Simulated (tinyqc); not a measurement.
Strain, valley repopulation and piezoresistance in a many-valley conduction band: one step, computed by the program tinyqc. Command: `OMP_NUM_THREADS=1 python tinyqc.py 3006435 3006436 out.jsonl valleys walk`. One thread of a shared host (Intel(R) Xeon(R) Processor @ 2.30GHz), about 0.02 s of CPU time with the checks.

Valleys are ellipsoids with mass m_l along the axis a and m_t across it, parabolic, with one constant relaxation time; strain shifts the valleys and leaves the masses alone. Currents are taken along [100], along the load, and along [010], across the load.

Task: Mobility tensor and resistance change. Mobility tensor mu = e tau sum_v (n_v/n) [1/m_t + (1/m_l - 1/m_t) a a^T]; unstrained mu_0 = e tau (1/m_l + 2/m_t)/3; resistivity along d from the inverse tensor, rho_d = d.mu^-1.d/(n e), mobility along d = 1/(d.mu^-1.d); gauge pi_d = (rho_d/rho_0 - 1)/X.

Inputs (values chosen for the exercise, modelled on silicon):

| quantity | value | unit |
|---|---|---|
| longitudinal mass m_l | 0.943 | m_0 |
| transverse mass m_t | 0.194 | m_0 |
| relaxation time tau | 370 | fs |
| temperature T | 300 | K |

Valley axes: <100> (6 valleys in 3 pairs). Load: uniaxial [100].

share of the electrons (per pair): x 0.3944719, y 0.3027640, z 0.3027640

Constants: e = 1.602176634e-19 C; m_0 = 9.1093837015e-31 kg.

Give: mobility tensor; unstrained mobility mu_0; mobility along the first direction; mobility along the second direction; resistance change along the first direction; resistance change along the second direction.

Result:

mobility tensor (cm^2/(V s)):
```
      x     y     z
x  2303     0     0
y     0  2548     0
z     0     0  2548
```

unstrained mobility mu_0 = 2466 cm^2/(V s)

mobility along the first direction = 2303 cm^2/(V s)

mobility along the second direction = 2548 cm^2/(V s)

resistance change along the first direction = 7.072 %

resistance change along the second direction = -3.197 %

The mobility lies between e tau/m_l = 690 and e tau/m_t = 3350; the trace stays at 3 mu_0. Along the first direction the filled valleys present more of their heavy mass.
